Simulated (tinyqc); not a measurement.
Worked calculation: RKS/B3LYP (VWN-RPA form) in the sto-6g basis, for H3+, spin multiplicity 1. One step of it, computed by the program tinyqc.

Problem. Iteration 2: DIIS coefficients. Solve [B -1; -1 0][c; lambda] = [0; -1] for the coefficients, which sum to one.

B (overlaps of the stored error matrices):
```
                1               2
1   8.4950704e-08  -6.0404925e-08
2  -6.0404925e-08   4.2951444e-08
```

Give: DIIS coefficients.

Solution.

DIIS coefficients: 0.416  0.584
